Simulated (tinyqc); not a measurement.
# Thermal RC ladder, step response, step by step

tinyqc, about 0.01 s, one thread, Intel Xeon 2.30GHz (shared host): `OMP_NUM_THREADS=1 python tinyqc.py 2520110 2520111 out.jsonl` Printed values are rounded.

A ladder of 2 nodes: R_i joins node i to node i + 1, the last R to the ambient; C_i is the heat capacity of node i; theta is the rise above ambient, zero at t = 0. d theta/dt = -A theta + b with b = (Pw/C_1, 0, ...), times in ms.

Values chosen for this exercise:
```
symbol        value  unit                           meaning
R       [0.7, 0.37]   K/W  resistances, junction to ambient
C       [0.34, 6.1]  mJ/K      heat capacities of the nodes
Pw               37     W        power at node 1 from t = 0
dt             0.17    ms                         time step
```

## The rate matrix

A = C^(-1) K, K_ii = 1/R_(i-1) + 1/R_i (no first term for node 1), K_(i,i+1) = K_(i+1,i) = -1/R_i.

A (1/ms):
```
          node 1    node 2
node 1   4.20168  -4.20168
node 2  -0.23419   0.67726
```

## Time constants and Foster resistances

A = C^(-1) K, K_ii = 1/R_(i-1) + 1/R_i (no first term for node 1), K_(i,i+1) = K_(i+1,i) = -1/R_i. The time constants tau_k are the inverse eigenvalues of A; the rise of node 1 per watt is Z(t) = sum_k r_k (1 - exp(-t/tau_k)), with r_k = v_k1^2 tau_k/C_1 and v_k the unit eigenvectors of C^(-1/2) K C^(-1/2).

tau_k, rising (ms): [0.224130, 2.39667]
r_k (K/W): [0.616827, 0.453173]

The r_k add up to the sum of the R_i, 1.070 K/W; the slowest constant is 10.7 times the fastest.

## Step 1: one time step

theta at t = 0 (K): node 1 0.00000, node 2 0.00000

Implicit Euler: (1 + dt A) theta(new) = theta + dt b.

theta after step 1 (K): node 1 10.9546, node 2 0.3911

## Step 2: one time step

As before.

theta after step 2 (K): node 1 17.5897, node 2 0.9787

## Step 3: one time step

As before.

theta after step 3 (K): node 1 21.7414, node 2 1.6539

## Course of the time stepping

Sixteen steps, against the exact rise Pw Z(t); the run counts as sound if the error in the last step is under 5 % of the exact rise. The time constants tau_k are the inverse eigenvalues of A; the rise of node 1 per watt is Z(t) = sum_k r_k (1 - exp(-t/tau_k)), with r_k = v_k1^2 tau_k/C_1 and v_k the unit eigenvectors of C^(-1/2) K C^(-1/2).

Course of the iteration:
```
step  t (ms)  theta_1 (K)  exact (K)  error (K)
1       0.17      10.9546    13.2812      -2.33
2       0.34      17.5897    20.0336      -2.44
3       0.51      21.7414    23.6915      -1.95
4       0.68      24.4559    25.8663      -1.41
5       0.85      26.3297    27.3147     -0.985
6       1.02      27.7035    28.3935     -0.690
7       1.19      28.7726    29.2718     -0.499
8       1.36      29.6493    30.0306     -0.381
9       1.53      30.3989    30.7096     -0.311
10       1.7      31.0595    31.3292     -0.270
11      1.87      31.6539    31.9002     -0.246
12      2.04      32.1963    32.4293     -0.233
13      2.21      32.6956    32.9208     -0.225
14      2.38      33.1576    33.3780     -0.220
15      2.55      33.5868    33.8036     -0.217
16      2.72      33.9861    34.2000     -0.214
```

The largest error is 2.4 K, at step 2; the last value is 0.63 % below the exact one. dt is 0.76 times the fastest time constant; implicit Euler is stable for any step, and it lags behind the exact rise.
